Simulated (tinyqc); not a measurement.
Photoconductance decay in a wafer: bulk and surface recombination modes, and iron detection by pair splitting: one step, computed by the program tinyqc.

Both faces of the wafer have the same S; injection is low and all coefficients are constant. x runs from -W/2 to W/2.

Problem. Decay rates of the even modes. Even modes cos(a x) obey b tan b = S W/(2 D) with b = a W/2, odd modes sin(a x) obey -b cot b = S W/(2 D); each decays at the rate 1/tau_b + D a^2.

Inputs (values chosen for the exercise, modelled on p-type silicon):
```
quantity,value,unit
thickness W,775,micrometre
diffusivity D,24.8,cm^2/s
bulk lifetime tau_b without iron,230,microsecond
surface recombination velocity S,14000,cm/s
```

Give: the table «The first four even modes: b, surface rate and decay time» with the columns b_n, surface rate D a^2 (1/s), decay time (microsecond), for n = 0, 1, 2, 3.

Solution.

The first four even modes: b, surface rate and decay time:
```
n,b_n,surface rate D a^2 (1/s),decay time (microsecond)
0,1.502,3.7272e+04,24.027
1,4.509,3.3581e+05,2.940
2,7.523,9.3468e+05,1.065
3,10.546,1.8370e+06,0.543
```
